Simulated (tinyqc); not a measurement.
Carrier statistics of a doped semiconductor with parabolic bands, step by step. Values are carried at full precision from step to step, so a last printed digit may differ when a step is redone from the rounded ones.

Constants: kB = 8.617333262e-05 eV/K; hbar^2/2m0 = 3.80998211 eV angstrom^2.

Values chosen for the exercise (near those of GaN; not measured data): Eg0 = 3.514 eV (gap at 0 K); al = 0.00093 eV/K (Varshni alpha); be = 829 K (Varshni beta); T = 200 K; ml = 0.204 m0 (longitudinal electron mass); mt = 0.204 m0 (transverse electron mass); Mv = 1 (equivalent valleys); mhh = 1.41 m0 (heavy-hole mass); mlh = 0.295 m0 (light-hole mass); ND = 3.4e+15 1/cm^3 (donors); NA = 8.5e+16 1/cm^3 (acceptors); ED = 0.0217 eV (donor level below Ec); EA = 0.178 eV (acceptor level above Ev).

## Gap and thermal energy

Eg(T) = Eg0 - al T^2/(T + be) (Varshni).

Eg = 3.47785 eV
kT = 0.017235 eV

The gap has shrunk by 36.2 meV from 0 K and is 201.8 kT wide.

## Effective densities of states

m_de = Mv^(2/3) (ml mt^2)^(1/3); m_dh = (mhh^(3/2) + mlh^(3/2))^(2/3); N = 2 (m kB T/(4 pi c))^(3/2) with c = hbar^2/2m0, in 1/angstrom^3; times 1e24 for 1/cm^3.

m_de = 0.2040 m0
m_dh = 1.4986 m0
Nc = 1.2586e+18 1/cm^3
Nv = 2.5058e+19 1/cm^3

The light holes supply 8.7 % of Nv, and Nc/Nv = 0.0502.

## Intrinsic density and level

With Boltzmann statistics ni = sqrt(Nc Nv) exp(-Eg/2kT) and Ei = Eg/2 + (kT/2) ln(Nv/Nc), counted from Ev.

ni = 8.52e-26 1/cm^3
Ei = 1.7647 eV

Ei lies 25.8 meV above midgap, towards the band with the smaller density of states.

## Neutrality by bisection

Energies are counted from Ev, so Ec = Eg. n = Nc F_1/2((EF - Eg)/kT), p = Nv F_1/2(-EF/kT), ND+ = ND/(1 + 2 exp((EF - Eg + ED)/kT)), NA- = NA/(1 + 4 exp((EA - EF)/kT)); neutrality asks p + ND+ = n + NA-. F_j(eta) = (1/Gamma(j + 1)) integral_0^infinity x^j dx/(1 + exp(x - eta)), which tends to exp(eta) for eta << 0.

Start from the bracket [-0.2 eV, Eg + 0.2 eV]; at the midpoint EF take the sign of p + ND+ - n - NA-; where it is positive EF must rise. Fourteen steps are shown.

Bisection (eV, 1/cm^3):
```
step       low     high       EF         n         p       ND+       NA-  sign
1     -0.20000  3.67785  1.73892  1.91e-26  3.80e-25  3.40e+15  8.50e+16     -
2     -0.20000  1.73892  0.76946  7.10e-51      1.02  3.40e+15  8.50e+16     -
3     -0.20000  0.76946  0.28473  4.33e-63  1.68e+12  3.40e+15  8.43e+16     -
4     -0.20000  0.28473  0.04237  3.38e-69  2.08e+18  3.40e+15  8.12e+12     +
5      0.04237  0.28473  0.16355  3.83e-66  1.90e+15  3.40e+15  8.29e+15     -
6      0.04237  0.16355  0.10296  1.14e-67  6.37e+16  3.40e+15  2.72e+14     +
7      0.10296  0.16355  0.13325  6.60e-67  1.10e+16  3.40e+15  1.56e+15     +
8      0.13325  0.16355  0.14840  1.59e-66  4.56e+15  3.40e+15  3.65e+15     +
9      0.14840  0.16355  0.15597  2.47e-66  2.94e+15  3.40e+15  5.53e+15     +
10     0.15597  0.16355  0.15976  3.07e-66  2.36e+15  3.40e+15  6.79e+15     -
11     0.15597  0.15976  0.15787  2.75e-66  2.64e+15  3.40e+15  6.13e+15     -
12     0.15597  0.15787  0.15692  2.61e-66  2.78e+15  3.40e+15  5.83e+15     +
13     0.15692  0.15787  0.15739  2.68e-66  2.71e+15  3.40e+15  5.98e+15     +
14     0.15739  0.15787  0.15763  2.72e-66  2.67e+15  3.40e+15  6.05e+15     +
```

Each step halves the bracket, which is 0.473 meV wide at the last row.

## The neutral state

Solve the neutrality condition for EF to convergence.

EF = 0.1577 eV
n = 2.72e-66 1/cm^3
p = 2.67e+15 1/cm^3
ND+ = 3.40e+15 1/cm^3
NA- = 6.07e+15 1/cm^3

The material is p-type; 7.1 % of the acceptors are ionised. EF lies 9.15 kT inside the gap from the valence edge, so Boltzmann statistics would serve; n p/(Nc Nv exp(-Eg/kT)) = 1.000.

## Checks

- F_1/2(1) by the trapezoid rule against adaptive quadrature: both 1.575641.
- Positive against negative charge at the solution (1/cm^3): both 6.06591e+15.

Computed by tinyqc, a small Python program: `OMP_NUM_THREADS=1 python tinyqc.py 1651892 1651893 out.jsonl` (the numbers bound the seed that draws the inputs); one thread of a shared host (Intel(R) Xeon(R) Processor @ 2.30GHz), about 0.01 s for the whole set of steps.
